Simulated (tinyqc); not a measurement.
Worked calculation: tight binding, honeycomb lattice. One step of it, computed by the program tinyqc.

Question. Levels at k. Diagonalise the Hermitian matrix.

H(k) at k (eV):
```
                     A                    B
A             0.000000  -0.827835+0.389549i
B  -0.827835-0.389549i             0.000000
```

Give: eigenvalues; weights |c|^2 of the basis functions.

Answer.

eigenvalues (eV): -0.9149  0.9149

weights |c|^2 of the basis functions:
```
   band 1  band 2
A  0.5000  0.5000
B  0.5000  0.5000
```
